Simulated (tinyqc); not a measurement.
Finite-difference solution of the diffusion equation on a small grid: one step, computed by the program tinyqc.

dC/dt = D d2C/dx2 on nodes x_j = j dx, j = 0..7; the far end is sealed.

Task: Amplification factors. The mode of M with eigenvalue mu has its amplitude multiplied per step by g = (1 + (1 - theta) r mu)/(1 - theta r mu), with theta = 0 explicit, 1 implicit, 1/2 Crank-Nicolson; the explicit scheme is stable for r up to 2/|mu_min|.

Boundary at x = 0: sealed surface. Scheme: explicit.

operator M, rows 0, 1, 2, 3, 4, 5, 6, 7:
$$\begin{pmatrix}
-2 & 2 & 0 & 0 & 0 & 0 & 0 & 0 \\
1 & -2 & 1 & 0 & 0 & 0 & 0 & 0 \\
0 & 1 & -2 & 1 & 0 & 0 & 0 & 0 \\
0 & 0 & 1 & -2 & 1 & 0 & 0 & 0 \\
0 & 0 & 0 & 1 & -2 & 1 & 0 & 0 \\
0 & 0 & 0 & 0 & 1 & -2 & 1 & 0 \\
0 & 0 & 0 & 0 & 0 & 1 & -2 & 1 \\
0 & 0 & 0 & 0 & 0 & 0 & 2 & -2
\end{pmatrix}$$

mesh ratio r = 0.30912

Give: eigenvalues mu of M; factors g; largest stable r of the explicit scheme.

Result:

eigenvalues mu of M: [-4.000, -3.802, -3.247, -2.445, -1.555, -0.753, -0.198, 0.000]

factors g: [-0.236, -0.175, -0.004, 0.244, 0.519, 0.767, 0.939, 1.000]

largest stable r of the explicit scheme = 0.5

The smallest factor is -0.236: the shortest waves flip sign at each step while they decay.
